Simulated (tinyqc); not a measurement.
From active density A back to anneal temperature T: dopants and charged point defects at anneal temperature: Fermi-level effect, clustering and pairing. Computed by tinyqc, a small Python program. Command: `OMP_NUM_THREADS=1 python tinyqc.py 3031908 3031909 out.jsonl pairing inv`. One thread of a shared host (Intel(R) Xeon(R) Processor @ 2.30GHz), about 0.05 s of CPU time with the checks.

Boltzmann statistics and full ionisation of active dopants. Energies are counted from the valence band; the defect (a vacancy or self-interstitial) has five charge states, with all degeneracy factors one.

Inputs (values chosen for the exercise, with bands modelled on silicon):

| quantity | value | unit |
|---|---|---|
| gap at 0 K E_g0 | 1.15 | eV |
| Varshni alpha | 0.000488 | eV/K |
| Varshni beta | 651 | K |
| electron mass m_e | 0.338 | m_0 |
| valleys M_c | 6 | - |
| hole mass m_h | 0.788 | m_0 |
| total dopant density N | 8.4e+19 | cm^-3 |
| site density N_s | 3.5e+22 | cm^-3 |
| dopant atoms per cluster k | 3 | - |
| cluster binding energy E_b | 1.2 | eV |

Dopant: acceptor. Second part: clustering of the dopant.

Constants: m_0 = 9.1093837015e-31 kg; k_B = 1.380649e-23 J/K; h = 6.62607015e-34 J s; k_B = 8.617333262e-05 eV/K.

Method:
- E_g = E_g0 - alpha T^2/(T + beta).
- N_c = 2 M_c (2 pi m_e k_B T/h^2)^(3/2) and N_v = 2 (2 pi m_h k_B T/h^2)^(3/2), masses in units of m_0.
- n_i = sqrt(N_c N_v) exp(-E_g/2 k_B T); E_i = E_g/2 + (k_B T/2) ln(N_v/N_c).
- p = A/2 + sqrt(A^2/4 + n_i^2) for an active density A.
- k ionised dopants and k carriers form one neutral cluster: C = N_s (A/N_s)^k (p/N_b)^k exp(E_b/k_B T), N_b the effective density of states of the majority band, and N = A + k C (60 bisections in ln A between ln N - 90 and ln N).

Task: A run gave the result below. Find the anneal temperature T, known to lie between 570 and 930 K.

active density A = 2.713859e+19 cm^-3

Result:

Each step takes the trial c = (a f_b - b f_a)/(f_b - f_a), f being the result less the target and a, b, c the logarithms of the listed values; c replaces end b, the old b replaces a if the sign of f changed, and otherwise f_a is halved.

Scan of the range:

| anneal temperature T (K) | active density A (cm^-3) |
|---|---|
| 570 | 6.50062e+18 |
| 618 | 9.41590e+18 |
| 671 | 1.33525e+19 |
| 728 | 1.83819e+19 |
| 790 | 2.46811e+19 |
| 857 | 3.22642e+19 |
| 930 | 4.11204e+19 |

False position (Illinois rule, in the logarithm of the input) inside the bracket:

| step | end a | end b | trial | active density A (cm^-3) |
|---|---|---|---|---|
| 1 | 790.000 | 857.000 | 811.118 | 2.69957e+19 |
| 2 | 857.000 | 811.118 | 812.330 | 2.71308e+19 |
| 3 | 857.000 | 812.330 | 812.462 | 2.71455e+19 |
| 4 | 812.330 | 812.462 | 812.400 | 2.71386e+19 |
| 5 | 812.462 | 812.400 | 812.400 | 2.71386e+19 |

Active density A rises at every point of a 13-point scan of the range (every second point is shown), so one value fits; it is bracketed by 790 and 857. Answer: anneal temperature T = 812.4 K.
